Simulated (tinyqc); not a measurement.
Microkinetic model of low-temperature epitaxy from hydride gases: adsorption, hydrogen desorption and rate control: one step, computed by the program tinyqc. Command: `OMP_NUM_THREADS=1 python tinyqc.py 3001455 3001456 out.jsonl hepi walk`. One thread of a shared host (Intel(R) Xeon(R) Processor @ 2.30GHz), about 0.01 s of CPU time with the checks.

Each hydride molecule needs two free sites and leaves four hydrogen atoms, of which two leave at once as H2; theta is the hydrogen coverage, the site density is 6.78 per nm^2 and one layer is 1.358 angstrom thick.

Task: Coverage and growth rate. With k the hydride and k_H the hydrogen adsorption rate on free pairs and k_d the desorption rate, steady state: 2 (k + k_H)(1 - theta)^2 = k_d theta; growth rate R = k (1 - theta)^2 layers/s; 1 layer/s = 8.148 nm/min. With c = 2 (k + k_H)/k_d the free share is 1 - theta = 2/(1 + sqrt(1 + 4c)).

Inputs (values chosen for the exercise, close to those used for silane and germane on Si(001)): temperature T = 460 C.

Film: silicon-germanium. Order of hydrogen desorption: first.

k = 0.08786821 1/s

k_H = 0.02365312 1/s

k_d = 0.01017118 1/s

Give: c; hydrogen coverage theta; growth rate R in layers; growth rate G.

Result:

c = 21.93

hydrogen coverage theta = 0.8080

growth rate R in layers = 0.003238 layers/s

growth rate G = 0.02638 nm/min

Hydrogen covers most sites: its desorption limits growth.
